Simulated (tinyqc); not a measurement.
Worked calculation: tight binding, honeycomb lattice. Computed by tinyqc, a small Python program that keeps every step. Settings: t1 = 1.98, t2 = 0.31, phi = -0.5, delta = 0, points = 7. Command: `OMP_NUM_THREADS=1 python tinyqc.py 20638 20639 out.jsonl` (the two numbers bound the seeds that draw the settings). One thread of a shared host (Intel(R) Xeon(R) Processor @ 2.60GHz), about 0.01 s of CPU time with the checks.

## Bloch Hamiltonian at k

Parameters chosen for this model:
```
parameter,value,unit
t1,1.980000,"eV, nearest"
t2,0.310000,"eV, second neighbours"
phi,-0.500000,"rad, phase of t2 (Haldane)"
delta,0,"eV, +/- on A and B"
```

k point k (fractions of the reciprocal vectors): 0.390000  0.410000

H_AB = -t1 (1 + exp(-i k.a1) + exp(-i k.a2)); H_AA = delta - 2 t2 sum cos(k.b + phi), H_BB = -delta - 2 t2 sum cos(k.b - phi), b = a1, a2 - a1, -a2.

H(k) at k (eV):
```
,A,B
A,0.271373,1.217386+2.323037i
B,1.217386-2.323037i,0.406280
```

## Levels at k

Diagonalise the Hermitian matrix.

eigenvalues (eV): -2.284736  2.962388

weights |c|^2 of the basis functions:
```
,band 1,band 2
A,0.512855,0.487145
B,0.487145,0.512855
```

## Bloch Hamiltonian at K

k point K (fractions of the reciprocal vectors): 0.333333  0.666667

As before.

H(k) at K (eV):
```
,A,B
A,0.043890,0.000000
B,0.000000,1.588414
```

## Levels at K

As before.

eigenvalues (eV): 0.043890  1.588414

weights |c|^2 of the basis functions:
```
,band 1,band 2
A,1.000000,0.000000
B,0.000000,1.000000
```

## Bands along a path

The same steps at evenly spaced points between the labelled ones.

Bands along the path (eV):
```
k,band 1,band 2
G,-7.572304,4.307696
G-K 0.33,-5.942427,4.086239
G-K 0.67,-2.388838,3.033485
K,0.043890,1.588414
K-M 0.33,-0.512018,1.990277
K-M 0.67,-1.179520,2.391061
M,-1.435899,2.524101
M-K' 0.33,-1.179520,2.391061
M-K' 0.67,-0.512018,1.990277
K',0.043890,1.588414
```

With 1 band(s) filled, the highest filled level on these points lies at K and the lowest empty one at K: a gap of 1.5445 eV, direct.

## Chern number of the lower band

On a 7 x 7 mesh, the phase of the product of overlaps around each plaquette (k1 then k2); the sum over 2 pi is an integer.

plaquette phases (rad):
```
,1,2,3,4,5,6,7
1,0.000000,0.001076,0.013796,0.107826,0.012749,-0.016149,-0.005734
2,0.001076,0.013621,0.034102,0.192719,0.227797,-0.036697,-0.016149
3,0.013796,0.034102,0.073511,0.262472,1.292284,0.227797,0.012749
4,0.107826,0.192719,0.262472,0.263665,0.262472,0.192719,0.107826
5,0.012749,0.227797,1.292284,0.262472,0.073511,0.034102,0.013796
6,-0.016149,-0.036697,0.227797,0.192719,0.034102,0.013621,0.001076
7,-0.005734,-0.016149,0.012749,0.107826,0.013796,0.001076,0.000000
```

Chern number = 1.000000
